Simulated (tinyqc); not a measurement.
A ladder of methods, and size consistency: correlation methods against full CI in the sto-3g basis, for H6, spin multiplicity 1. Computed by the program tinyqc with PySCF. 

Geometry (angstrom):
```
atom       x       y       z
H     0.0000  0.0000  0.0000
H     0.0000  0.0000  0.8530
H     0.0000  0.0000  1.9820
H     0.0000  0.0000  2.8350
H     0.0000  0.0000  3.9640
H     0.0000  0.0000  4.8170
```

RHF energy of one = -3.247371 hartree

All electrons correlated; +Q is the Davidson correction (1 - c0^2) E_corr. The last columns treat two copies 100 angstrom apart as one system. FCI is the lowest singlet.

Correlation energies (hartree):
```
method   E_corr of one  share of FCI (%)  E_corr of two at 100 angstrom  two minus twice one (mhartree)
MP2           -0.04903            65.137                       -0.09806                           0.000
CISD          -0.07295            96.906                       -0.13945                           6.446
CISD+Q        -0.07648           101.603                       -0.15122                           1.741
CCSD          -0.07509            99.750                       -0.15017                           0.000
CCSD(T)       -0.07523            99.935                       -0.15045                           0.000
FCI           -0.07527           100.000                              -                               -
```

MP2 recovers 65 %, CISD 96.9 % and CCSD 99.7 % of the FCI value (c0^2 = 0.952 in CISD). MP2 and coupled cluster are size consistent, so their last column vanishes; CISD loses 6.45 mhartree, since a double excitation on each copy is a quadruple of the pair, and the Davidson correction leaves +1.74.
